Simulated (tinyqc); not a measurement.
Decay of LO phonons and the hot-phonon bottleneck in the cooling of electrons: one step, computed by the program tinyqc. Command: `OMP_NUM_THREADS=1 python tinyqc.py 3026041 3026042 out.jsonl hotphonon walk`. One thread of a shared host (Intel(R) Xeon(R) Processor @ 2.30GHz), about 0.01 s of CPU time with the checks.

n(E, T) = 1/(exp(E/(k_B T)) - 1) is the Bose occupation. Electrons have a temperature T_e; the LO modes within their reach share one occupation N; the decay products stay at the lattice temperature.

Question. Lifetime and Raman width. Decay rate 1/tau = (1/tau_0) [1 + n(f hbar omega) + n((1 - f) hbar omega)]. Full width Gamma = 1/(2 pi c tau) in 1/cm, c in cm/s.

Inputs (values chosen for the exercise, modelled on gallium oxide):
```
quantity                                     value  unit
LO energy hbar omega                            45   meV
lifetime at T = 0, tau_0                         2    ps
share f of the energy in the softer product    0.4     -
lattice temperature T                           77     K
```

Decay channel: two unequal phonons (Ridley).

Constants: k_B = 8.617333262e-05 eV/K; c = 299792458 m/s.

Give: thermal factor tau_0/tau; phonon lifetime tau; Raman width Gamma; equilibrium LO occupation N_0.

Answer.

thermal factor tau_0/tau = 1.0885

phonon lifetime tau = 1.8375 ps

Raman width Gamma = 2.8892 1/cm

equilibrium LO occupation N_0 = 0.0011354

Spontaneous decay rules: the products are hardly occupied.
